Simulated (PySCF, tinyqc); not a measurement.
Worked calculation (part 1 of 2): MP2 on RHF in the 6-31g basis, for H4, spin multiplicity 1. The lowest restricted solution is unstable here: a spin-polarised one lies 0.0747 hartree lower (PySCF). Computed by tinyqc, a small Python program that keeps every step (integrals from PySCF). Settings: charge = 0, multiplicity = 1, basis = 6-31g, method = RHF, energy threshold = 1e-10, iteration cap = 50, orthogonalisation = symmetric, start = atomic densities, DIIS depth = 6. Command: `OMP_NUM_THREADS=1 python tinyqc.py 24859 24860 out.jsonl` (the two numbers bound the seeds that draw the settings). One thread of a shared host (Intel(R) Xeon(R) Processor @ 2.60GHz), about 0.1 s of CPU time with the checks. The early iterations of the SCF are left out here.

## One-electron integrals

Geometry (angstrom):
```
atom        x        y        z
H     0.00000  0.00000  0.00000
H     0.00000  0.00000  0.99800
H     0.00000  0.97800  0.00000
H     0.00000  0.97800  0.99800
```

Basis 6-31g: exponents (1/bohr^2) and contraction coefficients of normalised primitives:
```
element  l (shell)  exponent  coefficient
H            s (1)  18.73114      0.03349
H            s (1)   2.82539      0.23473
H            s (1)   0.64012      0.81376
H            s (2)   0.16128      1.00000
```

Overlap, kinetic and nuclear-attraction integrals over the contracted functions; the nuclear repulsion is the sum of Za Zb / Rab.

nuclear repulsion = 2.9000577 hartree

overlap S, order 1H 1s, 1H 2s, 2H 1s, 2H 2s, 3H 1s, 3H 2s, 4H 1s, 4H 2s:
```
[[1.00000, 0.65829, 0.25459, 0.41249, 0.26771, 0.42021, 0.07811, 0.26348],
 [0.65829, 1.00000, 0.41249, 0.75065, 0.42021, 0.75924, 0.26348, 0.56992],
 [0.25459, 0.41249, 1.00000, 0.65829, 0.07811, 0.26348, 0.26771, 0.42021],
 [0.41249, 0.75065, 0.65829, 1.00000, 0.26348, 0.56992, 0.42021, 0.75924],
 [0.26771, 0.42021, 0.07811, 0.26348, 1.00000, 0.65829, 0.25459, 0.41249],
 [0.42021, 0.75924, 0.26348, 0.56992, 0.65829, 1.00000, 0.41249, 0.75065],
 [0.07811, 0.26348, 0.26771, 0.42021, 0.25459, 0.41249, 1.00000, 0.65829],
 [0.26348, 0.56992, 0.42021, 0.75924, 0.41249, 0.75065, 0.65829, 1.00000]]
```

kinetic energy T (hartree), order 1H 1s, 1H 2s, 2H 1s, 2H 2s, 3H 1s, 3H 2s, 4H 1s, 4H 2s:
```
[[1.39568, 0.25974, 0.02915, 0.11175, 0.03954, 0.11589, -0.04923, 0.04028],
 [0.25974, 0.24192, 0.11175, 0.14687, 0.11589, 0.14995, 0.04028, 0.08619],
 [0.02915, 0.11175, 1.39568, 0.25974, -0.04923, 0.04028, 0.03954, 0.11589],
 [0.11175, 0.14687, 0.25974, 0.24192, 0.04028, 0.08619, 0.11589, 0.14995],
 [0.03954, 0.11589, -0.04923, 0.04028, 1.39568, 0.25974, 0.02915, 0.11175],
 [0.11589, 0.14995, 0.04028, 0.08619, 0.25974, 0.24192, 0.11175, 0.14687],
 [-0.04923, 0.04028, 0.03954, 0.11589, 0.02915, 0.11175, 1.39568, 0.25974],
 [0.04028, 0.08619, 0.11589, 0.14995, 0.11175, 0.14687, 0.25974, 0.24192]]
```

nuclear attraction V (hartree), order 1H 1s, 1H 2s, 2H 1s, 2H 2s, 3H 1s, 3H 2s, 4H 1s, 4H 2s:
```
[[-3.10125, -1.68532, -0.74471, -1.08930, -0.78643, -1.10999, -0.23216, -0.71923],
 [-1.68532, -1.93468, -1.08930, -1.53192, -1.10999, -1.54747, -0.71923, -1.22776],
 [-0.74471, -1.08930, -3.10125, -1.68532, -0.23216, -0.71923, -0.78643, -1.10999],
 [-1.08930, -1.53192, -1.68532, -1.93468, -0.71923, -1.22776, -1.10999, -1.54747],
 [-0.78643, -1.10999, -0.23216, -0.71923, -3.10125, -1.68532, -0.74471, -1.08930],
 [-1.10999, -1.54747, -0.71923, -1.22776, -1.68532, -1.93468, -1.08930, -1.53192],
 [-0.23216, -0.71923, -0.78643, -1.10999, -0.74471, -1.08930, -3.10125, -1.68532],
 [-0.71923, -1.22776, -1.10999, -1.54747, -1.08930, -1.53192, -1.68532, -1.93468]]
```

core Hamiltonian H = T + V (hartree), order 1H 1s, 1H 2s, 2H 1s, 2H 2s, 3H 1s, 3H 2s, 4H 1s, 4H 2s:
```
[[-1.70557, -1.42558, -0.71556, -0.97755, -0.74689, -0.99409, -0.28139, -0.67895],
 [-1.42558, -1.69276, -0.97755, -1.38505, -0.99409, -1.39753, -0.67895, -1.14157],
 [-0.71556, -0.97755, -1.70557, -1.42558, -0.28139, -0.67895, -0.74689, -0.99409],
 [-0.97755, -1.38505, -1.42558, -1.69276, -0.67895, -1.14157, -0.99409, -1.39753],
 [-0.74689, -0.99409, -0.28139, -0.67895, -1.70557, -1.42558, -0.71556, -0.97755],
 [-0.99409, -1.39753, -0.67895, -1.14157, -1.42558, -1.69276, -0.97755, -1.38505],
 [-0.28139, -0.67895, -0.74689, -0.99409, -0.71556, -0.97755, -1.70557, -1.42558],
 [-0.67895, -1.14157, -0.99409, -1.39753, -0.97755, -1.38505, -1.42558, -1.69276]]
```

## Two-electron integrals

Functions are numbered as in S; the eight-fold symmetry (ij|kl) = (ji|kl) = (kl|ij) leaves the list below.

Two-electron integrals (ij|kl) in chemists' order, unique and non-zero (hartree):
```
(11|11) 1.07657   (21|11) 0.57847   (21|21) 0.32942   (22|11) 0.58740
(22|21) 0.36130   (22|22) 0.45315   (31|11) 0.20661   (31|21) 0.12041
(31|22) 0.13622   (31|31) 0.06041   (32|11) 0.24037   (32|21) 0.14963
(32|22) 0.18991   (32|31) 0.08161   (32|32) 0.12824   (33|11) 0.52046
(33|21) 0.33310   (33|22) 0.44247   (33|31) 0.20661   (33|32) 0.35287
(33|33) 1.07657   (41|11) 0.35287   (41|21) 0.20220   (41|22) 0.22395
(41|31) 0.08161   (41|32) 0.10435   (41|33) 0.24037   (41|41) 0.12824
(42|11) 0.40783   (42|21) 0.25326   (42|22) 0.32457   (42|31) 0.11009
(42|32) 0.16491   (42|33) 0.40783   (42|41) 0.16491   (42|42) 0.25534
(43|11) 0.33310   (43|21) 0.21170   (43|22) 0.28095   (43|31) 0.12041
(43|32) 0.20220   (43|33) 0.57847   (43|41) 0.14963   (43|42) 0.25326
(43|43) 0.32942   (44|11) 0.44247   (44|21) 0.28095   (44|22) 0.37959
(44|31) 0.13622   (44|32) 0.22395   (44|33) 0.58740   (44|41) 0.18991
(44|42) 0.32457   (44|43) 0.36130   (44|44) 0.45315   (51|11) 0.21902
(51|21) 0.12739   (51|22) 0.14370   (51|31) 0.04556   (51|32) 0.05735
(51|33) 0.12566   (51|41) 0.07813   (51|42) 0.10045   (51|43) 0.08111
(51|44) 0.11090   (51|51) 0.06696   (52|11) 0.24794   (52|21) 0.15403
(52|22) 0.19471   (52|31) 0.05592   (52|32) 0.07666   (52|33) 0.17205
(52|41) 0.09512   (52|42) 0.13783   (52|43) 0.11160   (52|44) 0.15695
(52|51) 0.08771   (52|52) 0.13313   (53|11) 0.05220   (53|21) 0.03193
(53|22) 0.03882   (53|31) 0.01528   (53|32) 0.02171   (53|33) 0.05341
(53|41) 0.02151   (53|42) 0.03129   (53|43) 0.03234   (53|44) 0.03894
(53|51) 0.01597   (53|52) 0.02206   (53|53) 0.00551   (54|11) 0.15287
(54|21) 0.09522   (54|22) 0.12101   (54|31) 0.03723   (54|32) 0.05229
(54|33) 0.11974   (54|41) 0.06036   (54|42) 0.08945   (54|43) 0.07692
(54|44) 0.10524   (54|51) 0.05376   (54|52) 0.08179   (54|53) 0.01492
(54|54) 0.05194   (55|11) 0.52988   (55|21) 0.33838   (55|22) 0.44686
(55|31) 0.12085   (55|32) 0.16954   (55|33) 0.37820   (55|41) 0.20899
(55|42) 0.31577   (55|43) 0.24784   (55|44) 0.35885   (55|51) 0.21902
(55|52) 0.35986   (55|53) 0.05341   (55|54) 0.21973   (55|55) 1.07657
(61|11) 0.35986   (61|21) 0.20615   (61|22) 0.22824   (61|31) 0.07530
(61|32) 0.09420   (61|33) 0.20977   (61|41) 0.12658   (61|42) 0.16009
(61|43) 0.13353   (61|44) 0.17789   (61|51) 0.08771   (61|52) 0.10907
(61|53) 0.02185   (61|54) 0.06731   (61|55) 0.24794   (61|61) 0.13313
(62|11) 0.41373   (62|21) 0.25684   (62|22) 0.32889   (62|31) 0.09660
(62|32) 0.13633   (62|33) 0.31718   (62|41) 0.15930   (62|42) 0.23597
(62|43) 0.20248   (62|44) 0.27730   (62|51) 0.11713   (62|52) 0.17011
(62|53) 0.03155   (62|54) 0.10556   (62|55) 0.41373   (62|61) 0.17011
(62|62) 0.26122   (63|11) 0.15112   (63|21) 0.09430   (63|22) 0.12029
(63|31) 0.05101   (63|32) 0.08033   (63|33) 0.21973   (63|41) 0.06565
(63|42) 0.10429   (63|43) 0.12664   (63|44) 0.14156   (63|51) 0.03879
(63|52) 0.05308   (63|53) 0.01492   (63|54) 0.03650   (63|55) 0.11974
(63|61) 0.06086   (63|62) 0.09000   (63|63) 0.05194   (64|11) 0.28864
(64|21) 0.18070   (64|22) 0.23597   (64|31) 0.07773   (64|32) 0.11744
(64|33) 0.28864   (64|41) 0.11744   (64|42) 0.18532   (64|43) 0.18070
(64|44) 0.23597   (64|51) 0.08153   (64|52) 0.11946   (64|53) 0.02550
(64|54) 0.07783   (64|55) 0.28864   (64|61) 0.11946   (64|62) 0.18710
(64|63) 0.07783   (64|64) 0.14719   (65|11) 0.33838   (65|21) 0.21462
(65|22) 0.28346   (65|31) 0.07791   (65|32) 0.10994   (65|33) 0.24784
(65|41) 0.13279   (65|42) 0.20145   (65|43) 0.16168   (65|44) 0.23186
(65|51) 0.12739   (65|52) 0.20615   (65|53) 0.03234   (65|54) 0.12664
(65|55) 0.57847   (65|61) 0.15403   (65|62) 0.25684   (65|63) 0.07692
(65|64) 0.18070   (65|65) 0.32942   (66|11) 0.44686   (66|21) 0.28346
(66|22) 0.38207   (66|31) 0.10617   (66|32) 0.15446   (66|33) 0.35885
(66|41) 0.17611   (66|42) 0.27545   (66|43) 0.23186   (66|44) 0.32808
(66|51) 0.14370   (66|52) 0.22824   (66|53) 0.03894   (66|54) 0.14156
(66|55) 0.58740   (66|61) 0.19471   (66|62) 0.32889   (66|63) 0.10524
(66|64) 0.23597   (66|65) 0.36130   (66|66) 0.45315   (71|11) 0.05341
(71|21) 0.03234   (71|22) 0.03894   (71|31) 0.01528   (71|32) 0.02151
(71|33) 0.05220   (71|41) 0.02171   (71|42) 0.03129   (71|43) 0.03193
(71|44) 0.03882   (71|51) 0.01597   (71|52) 0.02185   (71|53) 0.00549
(71|54) 0.01481   (71|55) 0.05220   (71|61) 0.02206   (71|62) 0.03155
(71|63) 0.01481   (71|64) 0.02550   (71|65) 0.03193   (71|66) 0.03882
(71|71) 0.00551   (72|11) 0.11974   (72|21) 0.07692   (72|22) 0.10524
(72|31) 0.03723   (72|32) 0.06036   (72|33) 0.15287   (72|41) 0.05229
(72|42) 0.08945   (72|43) 0.09522   (72|44) 0.12101   (72|51) 0.03879
(72|52) 0.06086   (72|53) 0.01481   (72|54) 0.04247   (72|55) 0.15112
(72|61) 0.05308   (72|62) 0.09000   (72|63) 0.04277   (72|64) 0.07783
(72|65) 0.09430   (72|66) 0.12029   (72|71) 0.01492   (72|72) 0.05194
(73|11) 0.12566   (73|21) 0.08111   (73|22) 0.11090   (73|31) 0.04556
(73|32) 0.07813   (73|33) 0.21902   (73|41) 0.05735   (73|42) 0.10045
(73|43) 0.12739   (73|44) 0.14370   (73|51) 0.03650   (73|52) 0.05427
(73|53) 0.01597   (73|54) 0.03879   (73|55) 0.12566   (73|61) 0.05427
(73|62) 0.08897   (73|63) 0.05376   (73|64) 0.08153   (73|65) 0.08111
(73|66) 0.11090   (73|71) 0.01597   (73|72) 0.05376   (73|73) 0.06696
(74|11) 0.17205   (74|21) 0.11160   (74|22) 0.15695   (74|31) 0.05592
(74|32) 0.09512   (74|33) 0.24794   (74|41) 0.07666   (74|42) 0.13783
(74|43) 0.15403   (74|44) 0.19471   (74|51) 0.05427   (74|52) 0.08603
(74|53) 0.02185   (74|54) 0.06086   (74|55) 0.20977   (74|61) 0.07632
(74|62) 0.13316   (74|63) 0.06731   (74|64) 0.11946   (74|65) 0.13353
(74|66) 0.17789   (74|71) 0.02206   (74|72) 0.08179   (74|73) 0.08771
(74|74) 0.13313   (75|11) 0.12085   (75|21) 0.07791   (75|22) 0.10617
(75|31) 0.03355   (75|32) 0.05131   (75|33) 0.12085   (75|41) 0.05131
(75|42) 0.08444   (75|43) 0.07791   (75|44) 0.10617   (75|51) 0.04556
(75|52) 0.07530   (75|53) 0.01528   (75|54) 0.05101   (75|55) 0.20661
(75|61) 0.05592   (75|62) 0.09660   (75|63) 0.03723   (75|64) 0.07773
(75|65) 0.12041   (75|66) 0.13622   (75|71) 0.01528   (75|72) 0.05101
(75|73) 0.04556   (75|74) 0.07530   (75|75) 0.06041   (76|11) 0.16954
(76|21) 0.10994   (76|22) 0.15446   (76|31) 0.05131   (76|32) 0.08403
(76|33) 0.20899   (76|41) 0.07405   (76|42) 0.13024   (76|43) 0.13279
(76|44) 0.17611   (76|51) 0.05735   (76|52) 0.09420   (76|53) 0.02151
(76|54) 0.06565   (76|55) 0.24037   (76|61) 0.07666   (76|62) 0.13633
(76|63) 0.06036   (76|64) 0.11744   (76|65) 0.14963   (76|66) 0.18991
(76|71) 0.02171   (76|72) 0.08033   (76|73) 0.07813   (76|74) 0.12658
(76|75) 0.08161   (76|76) 0.12824   (77|11) 0.37820   (77|21) 0.24784
(77|22) 0.35885   (77|31) 0.12085   (77|32) 0.20899   (77|33) 0.52988
(77|41) 0.16954   (77|42) 0.31577   (77|43) 0.33838   (77|44) 0.44686
(77|51) 0.12566   (77|52) 0.20977   (77|53) 0.05220   (77|54) 0.15112
(77|55) 0.52046   (77|61) 0.17205   (77|62) 0.31718   (77|63) 0.15287
(77|64) 0.28864   (77|65) 0.33310   (77|66) 0.44247   (77|71) 0.05341
(77|72) 0.21973   (77|73) 0.21902   (77|74) 0.35986   (77|75) 0.20661
(77|76) 0.35287   (77|77) 1.07657   (81|11) 0.21973   (81|21) 0.12664
(81|22) 0.14156   (81|31) 0.05101   (81|32) 0.06565   (81|33) 0.15112
(81|41) 0.08033   (81|42) 0.10429   (81|43) 0.09430   (81|44) 0.12029
(81|51) 0.05376   (81|52) 0.06731   (81|53) 0.01481   (81|54) 0.04277
(81|55) 0.15287   (81|61) 0.08179   (81|62) 0.10556   (81|63) 0.04247
(81|64) 0.07783   (81|65) 0.09522   (81|66) 0.12101   (81|71) 0.01492
(81|72) 0.03650   (81|73) 0.03879   (81|74) 0.05308   (81|75) 0.03723
(81|76) 0.05229   (81|77) 0.11974   (81|81) 0.05194   (82|11) 0.28864
(82|21) 0.18070   (82|22) 0.23597   (82|31) 0.07773   (82|32) 0.11744
(82|33) 0.28864   (82|41) 0.11744   (82|42) 0.18532   (82|43) 0.18070
(82|44) 0.23597   (82|51) 0.08153   (82|52) 0.11946   (82|53) 0.02550
(82|54) 0.07783   (82|55) 0.28864   (82|61) 0.11946   (82|62) 0.18710
(82|63) 0.07783   (82|64) 0.14719   (82|65) 0.18070   (82|66) 0.23597
(82|71) 0.02550   (82|72) 0.07783   (82|73) 0.08153   (82|74) 0.11946
(82|75) 0.07773   (82|76) 0.11744   (82|77) 0.28864   (82|81) 0.07783
(82|82) 0.14719   (83|11) 0.20977   (83|21) 0.13353   (83|22) 0.17789
(83|31) 0.07530   (83|32) 0.12658   (83|33) 0.35986   (83|41) 0.09420
(83|42) 0.16009   (83|43) 0.20615   (83|44) 0.22824   (83|51) 0.05427
(83|52) 0.07632   (83|53) 0.02206   (83|54) 0.05308   (83|55) 0.17205
(83|61) 0.08603   (83|62) 0.13316   (83|63) 0.08179   (83|64) 0.11946
(83|65) 0.11160   (83|66) 0.15695   (83|71) 0.02185   (83|72) 0.06731
(83|73) 0.08771   (83|74) 0.10907   (83|75) 0.05592   (83|76) 0.09512
(83|77) 0.24794   (83|81) 0.06086   (83|82) 0.11946   (83|83) 0.13313
(84|11) 0.31718   (84|21) 0.20248   (84|22) 0.27730   (84|31) 0.09660
(84|32) 0.15930   (84|33) 0.41373   (84|41) 0.13633   (84|42) 0.23597
(84|43) 0.25684   (84|44) 0.32889   (84|51) 0.08897   (84|52) 0.13316
(84|53) 0.03155   (84|54) 0.09000   (84|55) 0.31718   (84|61) 0.13316
(84|62) 0.21881   (84|63) 0.10556   (84|64) 0.18710   (84|65) 0.20248
(84|66) 0.27730   (84|71) 0.03155   (84|72) 0.10556   (84|73) 0.11713
(84|74) 0.17011   (84|75) 0.09660   (84|76) 0.15930   (84|77) 0.41373
(84|81) 0.09000   (84|82) 0.18710   (84|83) 0.17011   (84|84) 0.26122
(85|11) 0.20899   (85|21) 0.13279   (85|22) 0.17611   (85|31) 0.05131
(85|32) 0.07405   (85|33) 0.16954   (85|41) 0.08403   (85|42) 0.13024
(85|43) 0.10994   (85|44) 0.15446   (85|51) 0.07813   (85|52) 0.12658
(85|53) 0.02171   (85|54) 0.08033   (85|55) 0.35287   (85|61) 0.09512
(85|62) 0.15930   (85|63) 0.05229   (85|64) 0.11744   (85|65) 0.20220
(85|66) 0.22395   (85|71) 0.02151   (85|72) 0.06565   (85|73) 0.05735
(85|74) 0.09420   (85|75) 0.08161   (85|76) 0.10435   (85|77) 0.24037
(85|81) 0.06036   (85|82) 0.11744   (85|83) 0.07666   (85|84) 0.13633
(85|85) 0.12824   (86|11) 0.31577   (86|21) 0.20145   (86|22) 0.27545
(86|31) 0.08444   (86|32) 0.13024   (86|33) 0.31577   (86|41) 0.13024
(86|42) 0.21528   (86|43) 0.20145   (86|44) 0.27545   (86|51) 0.10045
(86|52) 0.16009   (86|53) 0.03129   (86|54) 0.10429   (86|55) 0.40783
(86|61) 0.13783   (86|62) 0.23597   (86|63) 0.08945   (86|64) 0.18532
(86|65) 0.25326   (86|66) 0.32457   (86|71) 0.03129   (86|72) 0.10429
(86|73) 0.10045   (86|74) 0.16009   (86|75) 0.11009   (86|76) 0.16491
(86|77) 0.40783   (86|81) 0.08945   (86|82) 0.18532   (86|83) 0.13783
(86|84) 0.23597   (86|85) 0.16491   (86|86) 0.25534   (87|11) 0.24784
(87|21) 0.16168   (87|22) 0.23186   (87|31) 0.07791   (87|32) 0.13279
(87|33) 0.33838   (87|41) 0.10994   (87|42) 0.20145   (87|43) 0.21462
(87|44) 0.28346   (87|51) 0.08111   (87|52) 0.13353   (87|53) 0.03193
(87|54) 0.09430   (87|55) 0.33310   (87|61) 0.11160   (87|62) 0.20248
(87|63) 0.09522   (87|64) 0.18070   (87|65) 0.21170   (87|66) 0.28095
(87|71) 0.03234   (87|72) 0.12664   (87|73) 0.12739   (87|74) 0.20615
(87|75) 0.12041   (87|76) 0.20220   (87|77) 0.57847   (87|81) 0.07692
(87|82) 0.18070   (87|83) 0.15403   (87|84) 0.25684   (87|85) 0.14963
(87|86) 0.25326   (87|87) 0.32942   (88|11) 0.35885   (88|21) 0.23186
(88|22) 0.32808   (88|31) 0.10617   (88|32) 0.17611   (88|33) 0.44686
(88|41) 0.15446   (88|42) 0.27545   (88|43) 0.28346   (88|44) 0.38207
(88|51) 0.11090   (88|52) 0.17789   (88|53) 0.03882   (88|54) 0.12029
(88|55) 0.44247   (88|61) 0.15695   (88|62) 0.27730   (88|63) 0.12101
(88|64) 0.23597   (88|65) 0.28095   (88|66) 0.37959   (88|71) 0.03894
(88|72) 0.14156   (88|73) 0.14370   (88|74) 0.22824   (88|75) 0.13622
(88|76) 0.22395   (88|77) 0.58740   (88|81) 0.10524   (88|82) 0.23597
(88|83) 0.19471   (88|84) 0.32889   (88|85) 0.18991   (88|86) 0.32457
(88|87) 0.36130   (88|88) 0.45315
```

## Orthogonalisation

S = U s U^T; symmetric (Loewdin) form X = U s^(-1/2) U^T, so that X^T S X = 1.

eigenvalues of S: [0.04452, 0.20774, 0.21395, 0.43609, 0.57132, 1.12251, 1.15972, 4.24415]

X, order 1H 1s, 1H 2s, 2H 1s, 2H 2s, 3H 1s, 3H 2s, 4H 1s, 4H 2s:
```
[[1.27024, -0.52641, -0.05240, 0.02488, -0.05957, 0.02693, 0.04144, 0.00056],
 [-0.52641, 2.30244, 0.02488, -0.95148, 0.02693, -0.96800, 0.00056, 0.41704],
 [-0.05240, 0.02488, 1.27024, -0.52641, 0.04144, 0.00056, -0.05957, 0.02693],
 [0.02488, -0.95148, -0.52641, 2.30244, 0.00056, 0.41704, 0.02693, -0.96800],
 [-0.05957, 0.02693, 0.04144, 0.00056, 1.27024, -0.52641, -0.05240, 0.02488],
 [0.02693, -0.96800, 0.00056, 0.41704, -0.52641, 2.30244, 0.02488, -0.95148],
 [0.04144, 0.00056, -0.05957, 0.02693, -0.05240, 0.02488, 1.27024, -0.52641],
 [0.00056, 0.41704, 0.02693, -0.96800, 0.02488, -0.95148, -0.52641, 2.30244]]
```

## Iteration 6 (converged): orbitals

converged F (hartree), order 1H 1s, 1H 2s, 2H 1s, 2H 2s, 3H 1s, 3H 2s, 4H 1s, 4H 2s:
```
[[-0.04471, -0.52549, -0.32270, -0.39734, -0.47300, -0.48990, -0.21836, -0.35171],
 [-0.52549, -0.46197, -0.39734, -0.43458, -0.48990, -0.48974, -0.35171, -0.44060],
 [-0.32270, -0.39734, -0.04471, -0.52549, -0.21836, -0.35171, -0.47300, -0.48990],
 [-0.39734, -0.43458, -0.52549, -0.46197, -0.35171, -0.44060, -0.48990, -0.48974],
 [-0.47300, -0.48990, -0.21836, -0.35171, -0.04471, -0.52549, -0.32270, -0.39734],
 [-0.48990, -0.48974, -0.35171, -0.44060, -0.52549, -0.46197, -0.39734, -0.43458],
 [-0.21836, -0.35171, -0.47300, -0.48990, -0.32270, -0.39734, -0.04471, -0.52549],
 [-0.35171, -0.44060, -0.48990, -0.48974, -0.39734, -0.43458, -0.52549, -0.46197]]
```

Diagonalise F' = X^T F X, C = X C', fill 2 alpha and 2 beta electrons from the bottom; D = 2 C_occ C_occ^T. Each column has its largest component positive (the first on a tie).

F' = X^T F X (hartree):
```
[[0.52715, -0.57560, -0.18564, -0.05163, -0.31323, -0.13258, 0.04420, -0.03517],
 [-0.57560, 0.29021, -0.05163, -0.13648, -0.13258, -0.19378, -0.03517, -0.02882],
 [-0.18564, -0.05163, 0.52715, -0.57560, 0.04420, -0.03517, -0.31323, -0.13258],
 [-0.05163, -0.13648, -0.57560, 0.29021, -0.03517, -0.02882, -0.13258, -0.19378],
 [-0.31323, -0.13258, 0.04420, -0.03517, 0.52715, -0.57560, -0.18564, -0.05163],
 [-0.13258, -0.19378, -0.03517, -0.02882, -0.57560, 0.29021, -0.05163, -0.13648],
 [0.04420, -0.03517, -0.31323, -0.13258, -0.18564, -0.05163, 0.52715, -0.57560],
 [-0.03517, -0.02882, -0.13258, -0.19378, -0.05163, -0.13648, -0.57560, 0.29021]]
```

orbital energies (hartree): [-0.79632, -0.31460, 0.01927, 0.34184, 0.79994, 0.93169, 0.96760, 1.32002]

coefficients C, order 1H 1s, 1H 2s, 2H 1s, 2H 2s, 3H 1s, 3H 2s, 4H 1s, 4H 2s:
```
[[0.23009, 0.22293, 0.17034, 0.11048, 0.60255, -0.62632, -0.65028, -0.76020],
 [0.13509, 0.50664, 0.58858, 1.85554, -0.44489, 0.82788, 0.79238, 1.42139],
 [0.23009, -0.22293, 0.17034, -0.11048, 0.60255, 0.62632, -0.65028, 0.76020],
 [0.13509, -0.50664, 0.58858, -1.85554, -0.44489, -0.82788, 0.79238, -1.42139],
 [0.23009, 0.22293, -0.17034, -0.11048, 0.60255, -0.62632, 0.65028, 0.76020],
 [0.13509, 0.50664, -0.58858, -1.85554, -0.44489, 0.82788, -0.79238, -1.42139],
 [0.23009, -0.22293, -0.17034, 0.11048, 0.60255, 0.62632, 0.65028, -0.76020],
 [0.13509, -0.50664, -0.58858, 1.85554, -0.44489, -0.82788, -0.79238, 1.42139]]
```

D after iteration 6, order 1H 1s, 1H 2s, 2H 1s, 2H 2s, 3H 1s, 3H 2s, 4H 1s, 4H 2s:
```
[[0.20528, 0.28806, 0.00648, -0.16373, 0.20528, 0.28806, 0.00648, -0.16373],
 [0.28806, 0.54988, -0.16373, -0.47688, 0.28806, 0.54988, -0.16373, -0.47688],
 [0.00648, -0.16373, 0.20528, 0.28806, 0.00648, -0.16373, 0.20528, 0.28806],
 [-0.16373, -0.47688, 0.28806, 0.54988, -0.16373, -0.47688, 0.28806, 0.54988],
 [0.20528, 0.28806, 0.00648, -0.16373, 0.20528, 0.28806, 0.00648, -0.16373],
 [0.28806, 0.54988, -0.16373, -0.47688, 0.28806, 0.54988, -0.16373, -0.47688],
 [0.00648, -0.16373, 0.20528, 0.28806, 0.00648, -0.16373, 0.20528, 0.28806],
 [-0.16373, -0.47688, 0.28806, 0.54988, -0.16373, -0.47688, 0.28806, 0.54988]]
```
